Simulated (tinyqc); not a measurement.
## Permittivity of the insulator from five potentials

Question. A node lies on a semiconductor-insulator interface. Steps: hs = tb/2 down into the semiconductor, ho = tox/2 up into the insulator, hy = L/6 sideways. The flux balance of its box reads eox (hy/ho)(above - node) + eps_r (hy/hs)(below - node) + [(eps_r hs + eox ho)/(2 hy)](left + right - 2 node) - q Na (hs/2) hy/eps0 = 0. Find eox.

Inputs (values chosen for the exercise); semiconductor permittivity close to that of silicon: relative permittivity of the semiconductor eps_r = 11.8; body thickness tb = 3 nm; insulator thickness tox = 4.3 nm; channel length L = 24 nm; acceptor density of the depleted body Na = 0 cm^-3.

Constants: q = 1.602176634e-19 C, eps0 = 8.8541878128e-14 F/cm where lengths are in cm. Results are converted to the units shown.

psi (V): node 0.063074352, above 0.045546513, below 0.075712950, left 0.083886231, right 0.089014467

Answer. The balance is linear in eox.

eox = 25.0

tinyqc, about 0.2 s, one thread, Intel Xeon 2.30GHz (shared host): `OMP_NUM_THREADS=1 python tinyqc.py 2480158 2480159 out.jsonl`
